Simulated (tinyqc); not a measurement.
Avalanche multiplication and breakdown of a junction from ionisation integrals: one step, computed by the program tinyqc.

Ionisation coefficients follow the local field. Position x runs through the depletion layer from the p side (x = 0), where electrons enter, to the n side (x = w), where holes enter. The built-in voltage is neglected.

Problem. On-resistance of the drift layer. R_on = w/(e mu N) with w the width at breakdown; figure of merit V_B^2/R_on; for a triangular field it equals eps eps_0 mu F_m^3/4.

Inputs (values chosen for the exercise, modelled on GaAs): permittivity eps = 12.9; drift-layer mobility mu = 8800 cm^2/(V s); doping N of the lightly doped side = 3.7e+16 1/cm^3.

Junction: punch-through p+ n- n+.

width at breakdown = 0.071 micrometre

breakdown voltage = 7.832143 V

critical field F_m = 1.121543 MV/cm

Constants: e = 1.602176634e-19 C; eps_0 = 8.8541878128e-12 F/m.

Give: specific on-resistance; V_B^2/R_on; eps eps_0 mu F_m^3/4.

Solution.

specific on-resistance = 1.361e-04 milliohm cm^2

V_B^2/R_on = 450.7 MW/cm^2

eps eps_0 mu F_m^3/4 = 3545 MW/cm^2

The punch-through design reaches 0.127 times the triangular value at the same peak field; at fixed F_m the best ratio is 32/27 = 1.185. Caution: in a layer this thin the dead space before a carrier can ionise, and tunnelling, make the local model unreliable.
